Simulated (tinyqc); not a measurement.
Worked calculation: inversion-layer mobility, back-scattering and ballistic limit of a field-effect transistor. Computed by tinyqc, a small Python program that keeps every step. Command: `OMP_NUM_THREADS=1 python tinyqc.py 3027045 3027046 out.jsonl mos walk`. One thread of a shared host (Intel(R) Xeon(R) Processor @ 2.30GHz), about 0.01 s of CPU time with the checks. Intermediate numbers are printed to about 6 digits and carried at full precision; extremes and crossings named in words are read from the listed rows.

The charge at the top of the source barrier is fixed by the gate; series resistance and short-channel effects are left out. F_j are Fermi integrals normalised to exp(eta) in the classical limit.

Inputs (values chosen for the exercise, modelled on a silicon n-channel): transport mass m = 0.19 m_0; valley degeneracy g_v = 2; weight w of the inversion charge = 0.5; permittivity eps = 11.7; phonon mobility at 1 MV/cm and 300 K, mu_ph = 320 cm^2/(V s); roughness mobility at 1 MV/cm, mu_sr = 1700 cm^2/(V s); Coulomb mobility at N_inv = 1e12/cm^2, mu_C = 780 cm^2/(V s); electrical oxide thickness t_inv = 4.6 nm; depletion charge N_dep = 2.8e+11 1/cm^2; gate overdrive V_G - V_T = 0.45 V; drain voltage V_D = 0.33 V; channel length L = 17 nm; exponent a of the critical length = 0.71; temperature T = 77 K.

Statistics at the top of the barrier: Fermi-Dirac.

Constants: eps_0 = 8.8541878128e-12 F/m; e = 1.602176634e-19 C; m_0 = 9.1093837015e-31 kg; k_B = 1.380649e-23 J/K; hbar = 1.054571817e-34 J s; k_B = 8.617333262e-05 eV/K.

## Charge and field

N_inv = 3.9 eps_0 (V_G - V_T)/(e t_inv); effective field E_eff = e (N_dep + w N_inv)/(eps eps_0).

inversion density N_inv = 2.10842e+12 1/cm^2

effective field E_eff = 0.206348 MV/cm

## Effective mobility

mu_phonon = mu_ph (E_eff/1 MV/cm)^(-0.3) (T/300 K)^(-1.75); mu_rough = mu_sr (E_eff/1 MV/cm)^(-2); mu_Coulomb = mu_C (N_inv/1e12 cm^-2) (T/300 K); Matthiessen's rule adds 1/mu.

phonon part = 5551.03 cm^2/(V s)

roughness part = 39925.3 cm^2/(V s)

Coulomb part = 422.106 cm^2/(V s)

effective mobility mu = 388.460 cm^2/(V s)

The Coulomb part is the lowest and holds 92 % of 1/mu.

## Ballistic limit

F_j(eta) = (1/Gamma(j + 1)) int_0^infinity x^j/(1 + exp(x - eta)) dx, F_0 = ln(1 + exp(eta)). Integrals over x = E/(k_B T) use 160 Gauss-Legendre points in u = sqrt(x) from 0 to sqrt(max(eta, 0) + 32). Ballistic channel: N_2D = g_v m k_B T/(pi hbar^2), U = e V_D/(k_B T); eta_F solves N_inv = (N_2D/2)[F_0(eta_F) + F_0(eta_F - U)]; v_T = sqrt(2 k_B T/(pi m)); I/W = e (N_2D/2) v_T [F_1/2(eta_F) - F_1/2(eta_F - U)]; injection velocity v_T F_1/2(eta_F)/F_0(eta_F).

N_2D = 1.05328e+12 1/cm^2

eta_F = 3.98511

thermal velocity v_T = 0.625325 1e7 cm/s

injection velocity = 1.01199 1e7 cm/s

ballistic current I/W = 341.855 microampere/micrometre

Degeneracy raises the injection velocity by a factor 1.62.

## Back-scattering

Mean free path lambda = (2 k_B T/e)(mu/v_T) F_0(eta_0)/F_-1/2(eta_0), with eta_0 from N_inv = N_2D F_0(eta_0); critical length l = L (1 + U)^(-a), an empirical rule; back-scattering r = l/(l + lambda). Then eta solves N_inv = (N_2D/2)[(1 + r) F_0(eta) + (1 - r) F_0(eta - U)] and I/W = e (N_2D/2) v_T (1 - r)[F_1/2(eta) - F_1/2(eta - U)]. Ballistic ratio: I over the ballistic current. Apparent mobility 1/(1/mu + 1/mu_B), mu_B = mu L/lambda.

eta_0 = 1.85663

mean free path lambda = 11.7554 nm

critical length l = 1.04638 nm

back-scattering coefficient r = 0.0817367

current I/W = 281.971 microampere/micrometre

ballistic ratio = 0.824825

apparent low-field mobility = 229.655 cm^2/(V s)

L/lambda = 1.45, but at this drain voltage only the first 1.05 nm can return a carrier to the source, so the device works at 82 % of its ballistic limit.

## Channel length

The last column is the long-channel law e N_inv mu V/L with V = V_D - V_D^2/(2 V_ov) below pinch-off and V_ov/2 above, V_ov = V_G - V_T.

Currents (microampere/micrometre):
```
L (nm)         r      I/W  ballistic ratio  long-channel law
5       0.025512  321.827         0.941413           5485.18
10      0.049755  303.961         0.889150           2742.59
20      0.094794  273.470         0.799959           1371.30
40      0.173172  227.529         0.665571            685.65
80      0.295219  169.955         0.497155            342.82
160     0.455860  112.542         0.329210            171.41
400     0.676836   55.717         0.162983             68.56
1000    0.839641   24.589         0.071927             27.43
```

The current scales as L^-0.89 at the long end and as L^-0.08 at the short end, where it reaches 94 % of the ballistic 342. The long-channel law passes the ballistic limit between 80.0 and 160 nm and has no meaning below. At 1000 nm the model gives 0.90 times the long-channel law. Raising mu by 10 % at 20 nm raises I by 1.9 %.

## The mobility curve

The formulas are those given above.

Mobilities (cm^2/(V s)):
```
V_G - V_T (V)  N_inv (1/cm^2)  E_eff (MV/cm)   phonon  roughness  Coulomb    total
0.03              1.40561e+11       0.054174  8291.17     579248    28.14   28.044
0.06              2.81123e+11       0.065044  7848.59     401826    56.28   55.872
0.12              5.62246e+11       0.086783  7198.19     225726   112.56  110.774
0.20              9.37077e+11       0.115768  6602.01     126844   187.60  182.157
0.35              1.63988e+12       0.170116  5882.06      58743   328.30  309.312
0.50              2.34269e+12       0.224464  5412.64      33741   469.01  426.157
0.75              3.51404e+12       0.315044  4889.25      17128   703.51  593.698
1.00              4.68538e+12       0.405623  4532.28      10332   938.01  722.802
1.50              7.02807e+12       0.586783  4057.05       4937  1407.02  862.259
```

The lowest part is Coulomb from 0.0300 to 1.50 V. The total rises over the whole table.

Checks made by the program: long channel and small V_D against the drift formula e N mu V_D/L (relative difference 8e-04).
